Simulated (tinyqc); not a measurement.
Inside a calculation (part 2 of 2). Method: UHF in the 6-311g basis, for H2-, spin multiplicity 2. The basis has no diffuse functions, so it cannot describe the extra electron: this is an exercise in the method, not the real anion. Computed by tinyqc, a small Python program that keeps every step (integrals from PySCF). Command: `OMP_NUM_THREADS=1 python tinyqc.py 27405 27406 out.jsonl` (the two numbers bound the seeds that draw the settings). One thread of a shared host (Intel(R) Xeon(R) Processor @ 2.60GHz), about 0.08 s of CPU time with the checks.

Geometry (angstrom):

| atom | x | y | z |
|---|---|---|---|
| H | 0.000000 | 0.000000 | 0.000000 |
| H | 0.000000 | 0.000000 | 0.702000 |

## Iteration 8 (converged): orbitals

converged F(alpha) (hartree), lower triangle:
```
           1H 1s      1H 2s      1H 3s      2H 1s      2H 2s      2H 3s
1H 1s   0.869609
1H 2s  -0.261123  -0.113299
1H 3s  -0.385621  -0.208281  -0.051624
2H 1s  -0.409712  -0.371721  -0.357426   0.869609
2H 2s  -0.371721  -0.251740  -0.224122  -0.261123  -0.113299
2H 3s  -0.357426  -0.224122  -0.067136  -0.385621  -0.208281  -0.051624
```

converged F(beta) (hartree), lower triangle:
```
           1H 1s      1H 2s      1H 3s      2H 1s      2H 2s     2H 3s
1H 1s   0.878175
1H 2s  -0.241550  -0.064916
1H 3s  -0.361748  -0.147440   0.033297
2H 1s  -0.445255  -0.397655  -0.360399   0.878175
2H 2s  -0.397655  -0.258526  -0.198953  -0.241550  -0.064916
2H 3s  -0.360399  -0.198953  -0.007813  -0.361748  -0.147440  0.033297
```

X:
```
               1          2          3          4          5         6
1H 1s   0.582476  -0.911017  -0.710065   0.697649   0.568359  0.157851
1H 2s  -2.256840   1.406133   1.218242   0.330838   0.081558  0.230389
1H 3s   3.414167  -0.818090   0.926426   0.099668  -0.492737  0.220211
2H 1s  -0.582476  -0.911017   0.710065  -0.697649   0.568359  0.157851
2H 2s   2.256840   1.406133  -1.218242  -0.330838   0.081558  0.230389
2H 3s  -3.414167  -0.818090  -0.926426  -0.099668  -0.492737  0.220211
```

Diagonalise F' = X^T F X, C = X C', fill 2 alpha and 1 beta electrons from the bottom; D(s) = C_occ C_occ^T. Each column has its largest component positive (the first on a tie).

F' = X^T F X (alpha) (hartree), lower triangle:
```
           1          2          3         4          5          6
1   1.345906
2   0.000000   2.178116
3  -1.038131   0.000000   1.490619
4   0.428995   0.000000  -1.035895  1.372296
5   0.000000  -0.892430   0.000000  0.000000   1.019133
6   0.000000   0.043982   0.000000  0.000000  -0.075223  -0.310475
```

orbital energies (alpha) (hartree): MO1 -0.314739, MO2 0.165145, MO3 0.536951, MO4 0.930203, MO5 2.664561, MO6 3.113474

coefficients C (alpha):
```
            MO1        MO2        MO3        MO4        MO5        MO6
1H 1s  0.187803   0.079069  -0.054309  -0.077893  -1.067559  -1.147983
1H 2s  0.239465  -0.033319  -0.731619  -1.836777   1.201803   1.819900
1H 3s  0.188257   2.383805   0.834808   2.317548  -0.477711  -1.212924
2H 1s  0.187803  -0.079069  -0.054309   0.077893  -1.067559   1.147983
2H 2s  0.239465   0.033319  -0.731619   1.836777   1.201803  -1.819900
2H 3s  0.188257  -2.383805   0.834808  -2.317548  -0.477711   1.212924
```

F' = X^T F X (beta) (hartree), lower triangle:
```
           1          2          3         4          5          6
1   1.409401
2   0.000000   2.190042
3  -0.959226   0.000000   1.675731
4   0.469660   0.000000  -0.912995  1.482005
5   0.000000  -0.879220   0.000000  0.000000   1.033881
6   0.000000   0.033628   0.000000  0.000000  -0.126091  -0.273979
```

orbital energies (beta) (hartree): MO1 -0.287348, MO2 0.461681, MO3 0.570368, MO4 0.980628, MO5 2.666924, MO6 3.124829

coefficients C (beta):
```
            MO1        MO2        MO3        MO4        MO5        MO6
1H 1s  0.196612   0.078449  -0.044727  -0.086669  -1.066416  -1.147396
1H 2s  0.275125  -0.191578  -0.714679  -1.823868   1.204359   1.823102
1H 3s  0.141783   2.570126   0.843720   2.113888  -0.478110  -1.204437
2H 1s  0.196612  -0.078449  -0.044727   0.086669  -1.066416   1.147396
2H 2s  0.275125   0.191578  -0.714679   1.823868   1.204359  -1.823102
2H 3s  0.141783  -2.570126   0.843720  -2.113888  -0.478110   1.204437
```

D(alpha) after iteration 8, lower triangle:
```
           1H 1s      1H 2s      1H 3s     2H 1s      2H 2s     2H 3s
1H 1s   0.041522
1H 2s   0.042338   0.058454
1H 3s   0.223841  -0.034344   5.717965
2H 1s   0.029018   0.047607  -0.153130  0.041522
2H 2s   0.047607   0.056233   0.124506  0.042338   0.058454
2H 3s  -0.153130   0.124506  -5.647084  0.223841  -0.034344  5.717965
```

D(beta) after iteration 8, lower triangle:
```
          1H 1s     1H 2s     1H 3s     2H 1s     2H 2s     2H 3s
1H 1s  0.038656
1H 2s  0.054093  0.075694
1H 3s  0.027876  0.039008  0.020103
2H 1s  0.038656  0.054093  0.027876  0.038656
2H 2s  0.054093  0.075694  0.039008  0.054093  0.075694
2H 3s  0.027876  0.039008  0.020103  0.027876  0.039008  0.020103
```

## Convergence

Stop when the energy changes by less than 1e-09 hartree and every element of the error matrix X^T (F D S - S D F) X (for each spin) is below 9e-06.

Course of the cycle:

| iteration | E (hartree) | change | largest element of the error matrix |
|---|---|---|---|
| 1 | -0.69682251 | - | 2.93e-01 |
| 2 | -0.94725320 | -2.50e-01 | 4.66e-02 |
| 3 | -0.95560294 | -8.35e-03 | 1.70e-02 |
| 4 | -0.95724636 | -1.64e-03 | 4.53e-03 |
| 5 | -0.95731219 | -6.58e-05 | 1.10e-03 |
| 6 | -0.95731615 | -3.96e-06 | 1.55e-04 |
| 7 | -0.95731623 | -8.21e-08 | 1.23e-06 |
| 8 | -0.95731623 | -5.29e-12 | 2.26e-07 |

PySCF UHF in the same basis, after a stability check = -0.95731623 hartree

Converged in 8 iterations.

## Populations, bond orders and dipole

overlap S, lower triangle:
```
          1H 1s     1H 2s     1H 3s     2H 1s     2H 2s     2H 3s
1H 1s  1.000000
1H 2s  0.706377  1.000000
1H 3s  0.373664  0.788963  1.000000
2H 1s  0.305858  0.447859  0.316211  1.000000
2H 2s  0.447859  0.750728  0.687634  0.706377  1.000000
2H 3s  0.316211  0.687634  0.913562  0.373664  0.788963  1.000000
```

Mulliken: Z minus the diagonal of D S on the atom; Loewdin: the same with S^(1/2) D S^(1/2); Mayer order: 2 sum_s sum (D(s) S)_ij (D(s) S)_ji over the two atoms.

Charges (e):

| atom | Mulliken | Loewdin | Mulliken spin |
|---|---|---|---|
| 1H | -0.500000 | -0.500000 | 0.500000 |
| 2H | -0.500000 | -0.500000 | 0.500000 |

Mayer bond orders:

| pair | order |
|---|---|
| 2-1 | 0.409709 |

dipole moment about the origin, x y z (debye): 0.000000  0.000000  -1.685925

<S^2> of the determinant (pure state: 0.75) = 0.753450
